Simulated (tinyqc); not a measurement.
# Floating body of a partially depleted SOI transistor: body voltage and kink: two studies

Source at 0 V. Channel current Ic = 2 nf K Vt^2 [F(0) - F(Vd)](1 + la Vd), F(V) = ln^2(1 + exp((Vg - VT - nf V)/(2 nf Vt))), VT = VT0 - gb Vb. Saturation voltage Vs = 2 Vt sqrt(F(0)) + 3 Vt, excess Ve = (Vd - Vs + sqrt((Vd - Vs)^2 + 0.0004 V^2))/2, multiplication M1 = Ai Ve exp(-Bl/Ve). Each junction passes D(v) = J1 (exp(v/Vt) - 1) + J2 (exp(v/(2 Vt)) - 1). Bipolar current Ib = bb J1 (exp(Vb/Vt) - 1). The body settles where M1 (Ic + Ib) = D(Vb) + D(Vb - Vd) + Vb/Rb; drain current Id = (1 + M1)(Ic + Ib) - D(Vb - Vd).

Values chosen for this exercise; values of the order met in partially depleted silicon-on-insulator transistors:

| symbol | value | unit | meaning |
|---|---|---|---|
| T | 358 | K | temperature |
| VT0 | 0.46 | V | threshold at zero body voltage |
| gb | 0.14 |  | fall of the threshold per volt of body voltage |
| nf | 1.21 |  | slope factor |
| K | 180 | uA/(V^2 um) | gain factor per width |
| la | 0.05 | 1/V | channel-length modulation factor |
| Ai | 2.18 | 1/V | impact-ionisation prefactor |
| Bl | 5.6 | V | impact-ionisation voltage |
| J1 | 7.6e-10 | uA/um | diffusion saturation current of each junction |
| J2 | 8.6e-7 | uA/um | recombination saturation current of each junction |
| bb | 0.5 |  | gain of the lateral bipolar transistor on the diffusion current |
| Rb | 1e9 | kohm um | resistance of a weak body tie to the source (1e9 stands for no tie, and the term is then dropped) |
| Vg | 0.41 | V | gate voltage |
| Vd | 2 | V | drain voltage |

Constants: q = 1.602176634e-19 C, kB = 1.380649e-23 J/K, Vt = kB T/q. Results are converted to the units shown.

Each table varies one quantity; the others keep the values above.

## Output curve and kink

Rows with more than one solution for Vb (latch) are left out; dId/dVd by a forward difference over 1e-4 V, swing = 1e-4 V over the change of log10 Id; M1 under 1e-12 is printed as 0.

Results:
```
Vd (V),Vb (V),M1,"Id, floating (uA/um)","Id, grounded (uA/um)",ratio,"dId/dVd, floating (uS/um)","dId/dVd, grounded (uS/um)"
0.68,0.1320,5.174e-5,0.1090,0.07324,1.488,0.3371,0.003624
0.84,0.2878,5.718e-4,0.1717,0.07385,2.325,0.3906,0.004147
1.16,0.4429,0.009155,0.2677,0.07572,3.535,0.2312,0.008406
1.32,0.4808,0.02205,0.3028,0.07738,3.914,0.2138,0.01246
1.48,0.5085,0.04394,0.3377,0.07977,4.233,0.2259,0.01760
1.64,0.5303,0.07671,0.3763,0.08305,4.531,0.2603,0.02357
1.8,0.5481,0.1216,0.4220,0.08734,4.832,0.3145,0.03010
```

Estimate the missing row, Vd = 1 V.

Computed row:
```
Vd (V),Vb (V),M1,"Id, floating (uA/um)","Id, grounded (uA/um)",ratio,"dId/dVd, floating (uS/um)","dId/dVd, grounded (uS/um)"
1,0.3855,0.002863,0.2265,0.07462,3.035,0.2930,0.005637
```

With this row back in the table: Vb rises from 0.132 to 0.548 V and the ratio of the currents rises from 1.49 to 4.83. The output conductance with a floating body exceeds the grounded value by the largest factor among the rows, 94.2, at Vd = 0.84 V, where Vb = 0.288 V and M1 = 5.72e-4.

## Transfer curve and swing

Same model as above.

Results:
```
Vg (V),Vb (V),M1,"Id, floating (uA/um)","Id, grounded (uA/um)",ratio,"swing, floating (mV/decade)","swing, grounded (mV/decade)"
0.01,0.06485,0.2207,4.981e-6,4.090e-6,1.218,96.81,109.0
0.11,0.1893,0.2204,9.574e-5,4.758e-5,2.012,69.26,87.94
0.21,0.3710,0.2189,0.002654,6.641e-4,3.996,71.88,87.59
0.41,0.5669,0.1960,0.4941,0.09422,5.244,122.4,105.4
0.51,0.6114,0.1693,2.243,0.6374,3.519,193.8,142.4
0.61,0.6365,0.1401,5.863,2.422,2.420,296.9,212.8
0.71,0.6510,0.1129,11.26,5.935,1.897,417.3,311.0
0.81,0.6593,0.08894,18.24,11.18,1.632,544.4,424.4
```

Estimate the missing row, Vg = 0.31 V.

Computed row:
```
Vg (V),Vb (V),M1,"Id, floating (uA/um)","Id, grounded (uA/um)",ratio,"swing, floating (mV/decade)","swing, grounded (mV/decade)"
0.31,0.4919,0.2127,0.05058,0.008791,5.754,86.83,91.62
```

With this row back in the table: Vb rises from 0.0649 to 0.659 V. The smallest swing among the rows is 69.3 mV a decade with a floating body (at Vg = 0.11 V) and 87.6 with a grounded one; Vt ln 10 = 71.0. The floating swing is smaller by more than 3 % for Vg = 0.01, 0.11, 0.21, 0.31 V, where the rising Vb lowers the threshold as Vg rises. In the first row the floating body raises the current by a factor of 1.22.

Range of the model: The multiplication law is an empirical form chosen for the exercise; self-heating and capacitive coupling to the body are left out, and the linear laws are rough once Vb passes about 0.7 V or M1 about 0.1.

Numbers from tinyqc (`OMP_NUM_THREADS=1 python tinyqc.py 2182112 2182113 out.jsonl`; about 0.2 s on one thread of a shared Intel Xeon 2.30GHz).
